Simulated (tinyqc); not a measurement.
Dopants and charged point defects at anneal temperature: Fermi-level effect, clustering and pairing. Changing the anneal temperature T. Computed by tinyqc, a small Python program. Command: `OMP_NUM_THREADS=1 python tinyqc.py 3009987 3009988 out.jsonl pairing sweep`. One thread of a shared host (Intel(R) Xeon(R) Processor @ 2.30GHz), about 0.04 s of CPU time with the checks.

Boltzmann statistics and full ionisation of active dopants. Energies are counted from the valence band; the defect (a vacancy or self-interstitial) has five charge states, with all degeneracy factors one.

Inputs (values chosen for the exercise, for a model semiconductor): gap at 0 K E_g0 = 1.66 eV; Varshni alpha = 0.00061 eV/K; Varshni beta = 147 K; electron mass m_e = 0.0784 m_0; valleys M_c = 1; hole mass m_h = 0.377 m_0; total dopant density N = 1.2e+20 cm^-3; formation enthalpy of the neutral defect H_f = 2.91 eV; formation entropy S_f = 4.8 k_B; site density N_s = 3.7e+22 cm^-3; dopant atoms per cluster k = 4; cluster binding energy E_b = 2.51 eV.

Dopant: acceptor. Second part: clustering of the dopant.

defect levels as fractions of E_g(T): (2+/+), (+/0), (0/-), (-/2-): [0.046, 0.14, 0.39, 0.62]

Constants: m_0 = 9.1093837015e-31 kg; k_B = 1.380649e-23 J/K; h = 6.62607015e-34 J s; k_B = 8.617333262e-05 eV/K.

Method:
- E_g = E_g0 - alpha T^2/(T + beta).
- N_c = 2 M_c (2 pi m_e k_B T/h^2)^(3/2) and N_v = 2 (2 pi m_h k_B T/h^2)^(3/2), masses in units of m_0.
- n_i = sqrt(N_c N_v) exp(-E_g/2 k_B T); E_i = E_g/2 + (k_B T/2) ln(N_v/N_c).
- p = A/2 + sqrt(A^2/4 + n_i^2) for an active density A.
- k ionised dopants and k carriers form one neutral cluster: C = N_s (A/N_s)^k (p/N_b)^k exp(E_b/k_B T), N_b the effective density of states of the majority band, and N = A + k C (60 bisections in ln A between ln N - 90 and ln N).
- chi = n/n_i (for acceptors n_i/p); E_F = E_i + k_B T ln chi; field enhancement h = 1 + A/sqrt(A^2 + 4 n_i^2).
- C_0 = N_s exp(S_f/k_B) exp(-H_f/k_B T). Ratios to the neutral state at E_F = E_i: r_+ = exp((E(+/0) - E_i)/k_B T), r_2+ = r_+ exp((E(2+/+) - E_i)/k_B T), r_- = exp((E_i - E(0/-))/k_B T), r_2- = r_- exp((E_i - E(-/2-))/k_B T); at other E_F state q scales as chi^(-q). The enhancement is sum r_q chi^(-q)/sum r_q. The charge on the defects is left out of neutrality.

One run for each value; columns: (1) anneal temperature T (K); (2) all defects, doped (cm^-3); (3) enhancement over intrinsic; (4) n_i (cm^-3); (5) active density A (cm^-3); (6) mean charge (e):
```
(1)         (2)     (3)        (4)        (5)    (6)
798   7.281e+06  0.1147  8.832e+14  4.121e+18  0.942
879   3.858e+08  0.1453  3.243e+15  6.728e+18  1.000
961   1.087e+10  0.1751  9.804e+15  1.020e+19  1.049
1040  1.645e+11  0.2018  2.438e+16  1.437e+19  1.089
1210  1.695e+13  0.2496  1.188e+17  2.594e+19  1.147
1290  9.778e+13  0.2671  2.188e+17  3.250e+19  1.163
1370  4.576e+14  0.2814  3.774e+17  3.967e+19  1.173
```

Give the missing row, anneal temperature T (K) = 1120.

Computed row; columns: (1) anneal temperature T (K); (2) all defects, doped (cm^-3); (3) enhancement over intrinsic; (4) n_i (cm^-3); (5) active density A (cm^-3); (6) mean charge (e):
```
(1)         (2)     (3)        (4)        (5)    (6)
1120  1.740e+12  0.2260  5.428e+16  1.938e+19  1.120
```

Interpolating between the two neighbouring rows (linearly) misses most in all defects, doped (cm^-3), by a factor of 4.6. Over the rows, all defects, doped (cm^-3) rises from 7.28e6 to 4.58e14 (exponent d ln y / d ln x 41 between the first rows and 26 between the last); enhancement over intrinsic rises from 0.115 to 0.281 (exponent d ln y / d ln x 2.4 between the first rows and 0.87 between the last); n_i (cm^-3) rises from 8.83e14 to 3.77e17 (exponent d ln y / d ln x 13 between the first rows and 9.1 between the last). A line through ln(all defects) against 1/(k_B T) gives 2.96 eV, against H_f = 2.91 eV for the neutral state alone.
